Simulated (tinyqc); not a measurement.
# Memristor with linear dopant drift, step by step

Program tinyqc, `OMP_NUM_THREADS=1 python tinyqc.py 2880038 2880039 out.jsonl`; Intel Xeon 2.30GHz, shared host, one thread, about 0.1 s. Printed values are rounded.

A film of thickness D has a doped share x: R = Ron x + Roff (1 - x), i = v/R, dx/dt = k i F with k = mv Ron/D^2 and F = 1 (no window). The drive is v = V0 sin(2 pi f t). The model has no threshold and no heating.

Parameters, values chosen for the exercise: resistance of the fully doped film Ron = 500 ohm; resistance of the undoped film Roff = 40000 ohm; film thickness D = 10 nm; dopant mobility mv = 1.3e-14 m^2/(V s); doped share at t = 0 x0 = 0.22; amplitude V0 = 0.7 V; frequency f = 2.9 Hz.

## Rate constant, charge and flux scales

k = mv Ron/D^2; R0 = R(x0); without a window the film fills (x = 1) after the charge (1 - x0)/k and the flux (R0^2 - Ron^2)/(2 k (Roff - Ron)); half a period supplies the flux V0/(pi f).

k = 65000 1/C
R0 = 31310 ohm
charge to fill = 12 uC
flux to fill = 0.190860 V s
flux of half a period = 0.0768334 V s

Half a period supplies 40.3 % of the flux to fill.

## Step 1: one Runge-Kutta step

x at step 0 = 0.22
j = 0

Step h = 1/(12 f), from t = j h. With g(t, x) = dx/dt: k1 = g(t, x), k2 = g(t + h/2, x + h k1/2), k3 = g(t + h/2, x + h k2/2), k4 = g(t + h, x + h k3), x(new) = x + h (k1 + 2 k2 + 2 k3 + k4)/6.

k1..k4 (1/s): 0.000000  0.376118  0.378700  0.736719
x at step 1 = 0.230758

## Step 2: one Runge-Kutta step

j = 1

As before.

k1..k4 (1/s): 0.73660  1.05601  1.06233  1.32767
x at step 2 = 0.260935

## Step 3: one Runge-Kutta step

j = 2

As before.

k1..k4 (1/s): 1.32705  1.51865  1.52438  1.62716
x at step 3 = 0.304232

## One period

The 12 Runge-Kutta steps against a converged integration; i uses the converged x.

One period:
```
j     v (V)  x, coarse steps  x, converged  i (uA)
0    0.0000           0.2200        0.2200    0.00
1    0.3500           0.2308        0.2308   11.33
2    0.6062           0.2609        0.2609   20.42
3    0.7000           0.3042        0.3042   25.02
4    0.6062           0.3504        0.3503   23.17
5    0.3500           0.3863        0.3863   14.15
6    0.0000           0.3999        0.3999    0.00
7   -0.3500           0.3863        0.3863  -14.15
8   -0.6062           0.3504        0.3503  -23.17
9   -0.7000           0.3042        0.3042  -25.02
10  -0.6062           0.2609        0.2609  -20.42
11  -0.3500           0.2308        0.2308  -11.33
12   0.0000           0.2200        0.2200    0.00
```

The current vanishes with the voltage (pinched loop). At the same voltage, j = 2 and 4, it is 20.4 uA on the way up and 23.2 uA on the way down. x peaks at 0.3999 at half period and ends at 0.2200, its starting value: the state is a function of the flux alone. The coarse steps miss by at most 6.5e-6.
